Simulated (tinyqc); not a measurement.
Inside a calculation. Model: ESD clamp with bipolar snapback, compact model and design window.

Program tinyqc, `OMP_NUM_THREADS=1 python tinyqc.py 2670056 2670057 out.jsonl`; Intel Xeon 2.30GHz, shared host, one thread, about 0.01 s. Printed values are rounded.

The drain junction multiplies the current that enters it: Igen = (M - 1)(Ic + I0), M = 1/(1 - (Vj/BV)^n). The generated holes leave through the substrate resistance and the base of the parasitic npn: Igen = Vb/Rb + Ic/be, Ic = Is exp(Vb/Vt). Terminal current I = Ic + I0 + Igen and voltage V = Vj + I Ro, per width. Isothermal, constant gain.

Parameters, values chosen for the exercise; values close to those of grounded-gate n-channel clamps: temperature T = 300 K; junction breakdown voltage BV = 7.5 V; exponent of the multiplication n = 4.8; current gain of the parasitic npn be = 8.6; saturation current Is = 8.5e-18 A/um; junction leakage I0 = 4.8e-12 A/um; substrate resistance Rb = 25000 ohm um; drain ballast and contact resistance Ro = 180 ohm um; failure current for 100 ns It2 = 11.3 mA/um; finger width Wf = 20 um; number of fingers Nf = 12; human-body-model level Lv = 2 kV; oxide breakdown voltage for 100 ns Vox = 12.3 V; supply voltage Vdd = 5 V.

Constants: q = 1.602176634e-19 C, kB = 1.380649e-23 J/K, Vt = kB T/q. Results are converted to the units shown.

## The snapback curve

Vb, point 0 to 8 (V): 0.05  0.3  0.445  0.505  0.555  0.691  0.817  0.837  0.867

For given Vb: Ic, Igen, M = 1 + Igen/(Ic + I0), Vj = BV (1 - 1/M)^(1/n), I and V.

```
point   Ic (uA/um)          M   Vj (V)  I (uA/um)    V (V)
0      5.88006e-11  4.16663e5  7.50000    2.00000  7.50036
1       9.31531e-7  2.09368e6  7.50000    12.0000  7.50216
2       2.54150e-4    68740.3  7.49998    17.8003  7.50318
3       0.00258848    7790.47  7.49980    20.2029  7.50344
4        0.0179064    1240.56  7.49874    22.2200  7.50274
5          3.44912    9.12991  7.32091    31.4902  7.32658
6          451.248    1.18870  5.11141    536.398  5.20796
7          978.138    1.15051  4.90946    1125.35  5.11203
8          3121.60    1.12739  4.76191    3519.26  5.39538
```

V peaks at Vt1 = 7.503 V and falls to Vh = 5.112 V: once the npn supplies current, a small M feeds the base. At high current M tends to 1 + 1/be and Vj to BV (1 + be)^(-1/n) = 4.682 V.

## Iteration 1: base voltage at the failure current

Vb at the start = 0.78 V

I(Vb) = Ic (1 + 1/be) + I0 + Vb/Rb, I' = Ic (1 + 1/be)/Vt + 1/Rb; Newton steps on ln I: Vb(new) = Vb - ln(I/It2) I/I'. V follows from the introduction.

I = 0.1515968 mA/um
V = 5.816285 V
I' = 4.697157 mS/um
Vb after iteration 1 = 0.9191447 V

## Iteration 2: base voltage at the failure current

As before.

I = 26.22722 mA/um
V = 9.414495 V
I' = 1013.132 mS/um
Vb after iteration 2 = 0.8973477 V

## Course of the iteration: base voltage at the failure current

Stop when Vb changes by less than 1e-10 V, or after 20 iterations. Vb must stay between 0 and 8 V.

Course of the iteration:
```
iteration     Vb (V)  |change| (V)
1          0.9191447         0.139
2          0.8973477        0.0218
3          0.8973315       1.63e-5
4          0.8973315      1.53e-11
```

Converged in 4 iterations. At the end the number of correct digits about doubles with each step.

## Design window and human-body level

Vt1 = 7.503436 V
Vh = 5.112024 V
Vt2 = 6.742254 V

Human-body model: 100 pF through 1500 ohm, peak current about (level - Vt2)/1500 ohm, decay time 150 ns. All fingers turn on before the first fails if Vt2 > Vt1; then the clamp carries Nf Wf It2, otherwise in the worst case Wf It2. Margins: Vh - 1.1 Vdd against latching in operation, Vox - max(Vt1, Vt2) for the protected oxide.

peak current = 1.328838 A
current the clamp carries = 0.226 A
level it withstands = 0.3457423 kV
holding margin = -0.3879757 V
oxide margin = 4.796564 V

Uniform turn-on is not assured; the clamp fails the level. The holding margin is negative.
